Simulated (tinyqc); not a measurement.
Kane-Mele model of a buckled honeycomb layer in a normal field: one step. The four Dirac masses.

Sublattices A and B lie at +/-b, so the field gives them the energies +/-D, D = e b Ez (in eV for b in angstrom and Ez in V/angstrom); 2 lam is the gap at zero field. Near the valleys tau = +/-1, for spin sz = +/-1: H = hbar v (tau qx sx + qy sy) + m sz_AB with m = D - tau sz lam, hbar v = (sqrt3/2) a t. On the lattice the spin-orbit term is the second-neighbour hopping i (lam/3 sqrt3) nu sz, nu = +/-1 by the sense of the turn. The filled band of one cone contributes tau sign(m)/2 to the Chern number, in the sense Omega = curl of i<u|grad u>. Rashba terms are left out.

Constants: hbar^2/2m0 = 3.80998211 eV angstrom^2.

Values chosen for the exercise: a = 3.02 angstrom (lattice constant); t = 0.94 eV (hopping); lam = 0.12 eV (spin-orbit half gap); b = 0.32 angstrom (half the buckling height); Ez = 0.6 V/angstrom (normal field at the atoms, after screening; 0.01 is 1 MV/cm, and gates reach some 0.05).

Task: Form D, hbar v, and for each flavour m, the gap 2|m|, the band mass 2c|m|/(hbar v)^2 with c = hbar^2/2m0, and the share of the Chern number.

Give: D; hbar v; Flavours.

Result:

D = 192.000 meV
hbar v = 2.4585 eV angstrom

Flavours:

| tau | sz | m (meV) | gap (meV) | mass (m0) | share of C |
|---|---|---|---|---|---|
| 1 | 1 | 72.000 | 144.000 | 0.09077 | 0.5 |
| 1 | -1 | 312.000 | 624.000 | 0.39335 | 0.5 |
| -1 | 1 | 312.000 | 624.000 | 0.39335 | -0.5 |
| -1 | -1 | 72.000 | 144.000 | 0.09077 | -0.5 |

(tinyqc, `OMP_NUM_THREADS=1 python tinyqc.py 1451504 1451505 out.jsonl`, Intel(R) Xeon(R) Processor @ 2.30GHz, 1 thread, shared host, about 0.01 s.)
